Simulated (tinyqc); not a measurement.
Hopping conduction between localised states: one step, computed by the program tinyqc.

Energies are counted from the Fermi level. A small network shows the mechanism; the laws of an infinite system follow.

Task: Variable-range laws. Mott: T_M = 13.8/(k_B g_0 xi^2), exponent (T_M/T)^(1/3), mean hop r = (1/3) xi times the exponent. Efros-Shklovskii: T_ES = 6.5 e^2/(4 pi eps eps_0 k_B xi), exponent (T_ES/T)^(1/2). Coulomb gap width g_0 (e^2/(4 pi eps eps_0))^2. The numerical coefficients come from percolation theory and are given.

Inputs (values chosen for the exercise, for a model defective oxide):
```
quantity                  value         unit
localisation length xi      1.5           nm
density of states g_0   1.5e+12  1/(eV cm^2)
permittivity eps             15            -
temperature T                88            K
```

Dimension: 2D.

Constants: k_B = 8.617333262e-05 eV/K; e^2/(4 pi eps_0) = 14.39964548 eV angstrom.

Give: T_M; T_ES; Mott exponent; Efros-Shklovskii exponent; mean hop by the Mott formula; Coulomb gap.

Result:

T_M = 4.7450e+06 K

T_ES = 4827.4 K

Mott exponent = 37.779

Efros-Shklovskii exponent = 7.4065

mean hop by the Mott formula = 18.889 nm

Coulomb gap = 0.13823 meV

The larger exponent, here Mott, is the one that limits; the two are equal at T = 0.00500 K, below which the Coulomb gap rules.
